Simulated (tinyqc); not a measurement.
Coherent transport through a tight-binding region between two chains, step by step. One step of it, computed by the program tinyqc.

Problem. Transmission at E = -0.31 eV. Surface Green function g = (E - i sqrt(4 t^2 - E^2)) / (2 t^2); self-energy tc^2 g on each contact site; G = (E - H - Sigma)^(-1); Gamma = -2 Im Sigma; T = Gamma_L Gamma_R |G_LR|^2; local density of states -Im G_ii / pi.

H of the central region (eV):
```
,1,2
1,0.000000,-1.040000
2,-1.040000,0.000000
```

Leads: semi-infinite chains with site energy 0:
```
parameter,value
lead hopping t (eV),1.950000
coupling to the left lead (eV),0.440000
coupling to the right lead (eV),1.490000
left contact site,1
right contact site,2
```

E = -0.310000 eV

Give: g; G; local density of states; transmission.

Solution.

g = -0.0408-0.5112i 1/eV

G (1/eV):
```
,1,2
1,-0.1184-0.9682i,0.8350-0.2700i
2,0.8350-0.2700i,0.2169-0.1579i
```

local density of states (1/eV): 0.3082  0.0503

transmission = 0.3460
